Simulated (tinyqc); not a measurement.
# Short-channel transistor, virtual-source model with series resistance: what changes with what

The current per gate width is the charge at the top of the source barrier (the virtual source) times its velocity times a saturation function; al and be are fitting constants of the model. Units: I in uA/um, Rs in ohm um, so I Rs = 1e-6 I Rs in volts; Q in uC/cm^2, so I = 1e-4 Q vx0 Fsat with vx0 in cm/s.

Inputs (values chosen for the exercise):
- T = 300 K (temperature)
- Cinv = 2.97 uF/cm^2 (inversion capacitance)
- vx0 = 1.33e7 cm/s (velocity at the virtual source)
- mu = 82 cm^2/(V s) (apparent mobility)
- L = 32 nm (channel length)
- VT0 = 0.43 V (threshold at zero drain voltage)
- dl = 0.177 V/V (drain-induced barrier lowering)
- n0 = 1.3 (subthreshold factor)
- nd = 0.2 1/V (growth of n with drain voltage)
- al = 3.5 (threshold shift (in units of Vt) from weak to strong inversion)
- be = 1.4 (sharpness of saturation)
- Rs = 90 ohm um (series resistance of each contact)

Constants: q = 1.602176634e-19 C, kB = 1.380649e-23 J/K, Vt = kB T/q. Results are converted to the units shown.

Each table varies one quantity; the others keep the values above.

## Effect of the channel length on the on and off currents

Intrinsic voltages Vg' = Vgs - I Rs, Vd' = Vds - 2 I Rs. n = n0 + nd Vd', VT = VT0 - dl Vd', Ff = 1/(1 + exp((Vg' - VT + al Vt/2)/(al Vt))), Q = Cinv n Vt ln(1 + exp((Vg' - VT + al Vt Ff)/(n Vt))), Vdsat = (vx0 L/mu)(1 - Ff) + Vt Ff, Fsat = u/(1 + u^be)^(1/be) with u = Vd'/Vdsat, and I = Q vx0 Fsat per width. I is solved self-consistently. Ion is I at Vgs = Vds = 0.9 V, Ioff at Vgs = 0, Vds = 0.9 V, and Rlin = Vds/I at Vgs = 0.9 V, Vds = 0.05 V. mu, vx0, VT0, dl and n0 are held fixed.

Results:
```
L (nm)	Ion (uA/um)	Ioff (nA/um)	log10(Ion/Ioff)	Rlin (ohm um)
10	1566	1119	3.146	272.3
15	1496	1116	3.127	316.7
24	1377	1112	3.093	395.4
36	1238	1106	3.049	499.4
55	1064	1096	2.987	662.9
130	680.5	1047	2.813	1305
200	508.3	998.0	2.707	1903
```

Estimate the missing row, L = 85 nm.

Computed row:
```
L (nm)	Ion (uA/um)	Ioff (nA/um)	log10(Ion/Ioff)	Rlin (ohm um)
85	868.9	1077	2.907	920.0
```

With this row back in the table: As L goes from 10 to 200 nm, Ion falls from 1570 to 508 uA/um, Ioff falls from 1120 to 998 nA/um and Rlin rises from 272 to 1900 ohm um. Ion changes by a factor of 0.325 and Ioff by 0.892. For L = 10 to 130 nm the off current passes 1 uA/um, so the device is hardly off at Vgs = 0. At L = 200 nm the channel is long for this model, whose fixed vx0 belongs to short devices.

## Effect of the threshold at zero drain voltage on the on and off currents

Same model as above.

Effect of the threshold at zero drain voltage on the on and off currents:
```
VT0 (V)	Ion (uA/um)	Ioff (nA/um)	log10(Ion/Ioff)	Rlin (ohm um)
0.15	1766	1.445e5	1.087	358.9
0.2	1684	8.519e4	1.296	371.7
0.25	1599	4.326e4	1.568	386.5
0.3	1513	1.860e4	1.910	403.7
0.35	1426	6858	2.318	423.9
0.4	1336	2250	2.774	448.0
0.45	1245	683.1	3.261	477.2
0.5	1152	197.9	3.765	512.9
```

What does the table show?

As VT0 goes from 0.15 to 0.5 V, Ion falls from 1770 to 1150 uA/um, Ioff falls from 1.44e5 to 198 nA/um and Rlin rises from 359 to 513 ohm um. Ion changes by a factor of 0.652 and Ioff by 0.00137. The off current depends on it through an exponential, the on current about linearly. For VT0 = 0.15 to 0.4 V the off current passes 1 uA/um, so the device is hardly off at Vgs = 0.

## Effect of the velocity at the virtual source on the on and off currents

Same model as above.

Results:
```
vx0 (cm/s)	Ion (uA/um)	Ioff (nA/um)	log10(Ion/Ioff)	Rlin (ohm um)
5e6	728.29	421.09	3.2379	476.12
7.1e6	926.08	596.43	3.1911	470.21
1e7	1125.8	836.94	3.1288	466.69
2e7	1466.5	1650.6	2.9486	463.16
2.8e7	1578.7	2282.7	2.8398	462.35
4e7	1661.4	3197.4	2.7157	461.82
```

Estimate the missing row, vx0 = 1.4e7 cm/s.

Computed row:
```
vx0 (cm/s)	Ion (uA/um)	Ioff (nA/um)	log10(Ion/Ioff)	Rlin (ohm um)
1.4e7	1307.5	1165.4	3.0500	464.55
```

With this row back in the table: As vx0 goes from 5e6 to 4e7 cm/s, Ion rises from 728 to 1660 uA/um, Ioff rises from 421 to 3200 nA/um and Rlin falls from 476 to 462 ohm um. Ion changes by a factor of 2.28 and Ioff by 7.59. For vx0 = 1.4e7 to 4e7 cm/s the off current passes 1 uA/um, so the device is hardly off at Vgs = 0.

Numbers from tinyqc (`OMP_NUM_THREADS=1 python tinyqc.py 2380036 2380037 out.jsonl`; about 0.01 s on one thread of a shared Intel Xeon 2.30GHz).
